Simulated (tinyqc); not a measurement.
States in the gap of a film: thin (001) film in sp3s* tight binding with raised dangling bonds.

Planes alternate anion (a), cation (c) along [001], a/4 apart, starting with an anion; zero in-plane momentum; levels counted from the bulk Ev, the lower root of [[Epa, Vxx], [Vxx, Epc]]; no spin-orbit coupling. Block of s, pz, s*: from an anion to the cation above, Vss/2 (s,s), Vsapc/2 (s,z), -Vscpa/2 (z,s), Vxx/2 (z,z), Vxapc/2 (s*,z), -Vpaxc/2 (z,s*); to the cation below the same with the s-z and s*-z signs reversed. Block of u = (px + py)/sqrt2 and v = (px - py)/sqrt2: to the cation above (Vxx + Vxy)/2 for u and (Vxx - Vxy)/2 for v, to the cation below the reverse. Each surface atom has two dangling sp3 hybrids; raising both by dl adds (dl/2) [[1, t], [t, 1]] to its s, pz levels (t = -1 at the bottom face, +1 at the top) and dl to the one of u, v in whose plane the missing bonds lie (v for a bottom anion or a top cation, u for a top anion).

Values chosen for the exercise (out of a larger set: near a published set for Si, fitted to gaps, whose masses and valley positions are rough; not measured data): p = (-4.218, 1.707, -4.218, 1.707, 6.632, 6.632, -8.306, 1.705, 4.583, 5.715, 5.715, 5.377, 5.377) eV (order Esa, Epa, Esc, Epc, Exa, Exc, Vss, Vxx, Vxy, Vsapc, Vscpa, Vxapc, Vpaxc); Nw = 25 (planes in the thicker film).

edges (eV): Gamma 3.41000, Delta 1.13198

Levels between 0 and the lower bulk edge, the largest weight on the two outer planes of both faces among them, and the nearest levels outside, for several shifts dl.

Film of Nw planes:

| dl (eV) | levels in the gap | at (eV) | surface weight | next above (eV) | next below (eV) |
|---|---|---|---|---|---|
| 0 | 2 | 0.258, 0.290 | 0.71 | 1.1730 | -0.0754 |
| 1 | 2 | 0.726, 0.734 | 0.81 | 1.1750 | -0.0733 |
| 2 | 0 | - | - | 1.1388 | -0.0720 |
| 3 | 0 | - | - | 1.1673 | -0.0712 |
| 5 | 0 | - | - | 1.1697 | -0.0701 |
| 10 | 0 | - | - | 1.1705 | -0.0689 |
| 30 | 0 | - | - | 1.1709 | -0.0678 |
| 100 | 0 | - | - | 1.1710 | -0.0673 |

Can the levels of the bare film be read as confined subbands?

No: with bare surfaces (dl = 0) 2 levels lie in the bulk gap, with up to 71 % of the weight on the four outer planes, two a face, where an even spread gives 16 %; these are dangling-bond states, not subbands. The reruns show the bulk gap clear from dl = 2 eV on, and at dl = 30 eV the next level above lies -0.1 meV from its value at 100 eV. At dl = 2 eV the next level above is more than 20 meV from its value at 100 eV, so the surface still acts on it.

Run: tinyqc, `OMP_NUM_THREADS=1 python tinyqc.py 1450496 1450497 out.jsonl`; Intel(R) Xeon(R) Processor @ 2.30GHz, one thread, shared host; about 0.5 s of CPU time with all checks.
